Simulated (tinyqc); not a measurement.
# Memristor with linear dopant drift, Joglekar window: effect of the amplitude on the first half period

A film of thickness D has a doped share x: R = Ron x + Roff (1 - x), i = v/R, dx/dt = k i F with k = mv Ron/D^2 and F = 1 - (2 x - 1)^(2 p). The drive is v = V0 sin(2 pi f t). The model has no threshold and no heating.

The equation is integrated to convergence over the first half period; the lobe area is the integral of i dv, down branch less up branch.

Parameters, values chosen for the exercise:
- Ron = 50 ohm (resistance of the fully doped film)
- Roff = 16000 ohm (resistance of the undoped film)
- D = 10 nm (film thickness)
- mv = 1.1e-14 m^2/(V s) (dopant mobility)
- x0 = 0.22 (doped share at t = 0)
- p = 1 (window exponent)
- f = 0.3 Hz (frequency)

Result of one run:
```
V0 (V)  x at half period  R0/R(half period)  peak i (uA)  lobe area (uW)
0.44              0.4176              1.338        39.81           1.687
```

What becomes of these results when the amplitude V0 is changed from 0.44 to 0.52 V, all else the same?

Result of the changed run:
```
V0 (V)  x at half period  R0/R(half period)  peak i (uA)  lobe area (uW)
0.52              0.4692              1.467        48.66           3.196
```

The whole series:
```
V0 (V)  x at half period  R0/R(half period)  peak i (uA)  lobe area (uW)
0.12              0.2620              1.057        9.864         0.02176
0.2               0.2944              1.105        16.77          0.1115
0.28              0.3308              1.165        24.01          0.3411
0.36              0.3717              1.240        31.65          0.8143
0.44              0.4176              1.338        39.81           1.687
0.52              0.4692              1.467        48.66           3.196
0.6               0.5271              1.645        58.45           5.726
```

As V0 goes from 0.12 to 0.6 V, x at half period rises from 0.262 to 0.527, the resistance ratio rises from 1.06 to 1.65 and the lobe area rises from 0.0218 to 5.73 uW.

tinyqc, about 0.3 s, one thread, Intel Xeon 2.30GHz (shared host): `OMP_NUM_THREADS=1 python tinyqc.py 2880135 2880136 out.jsonl`
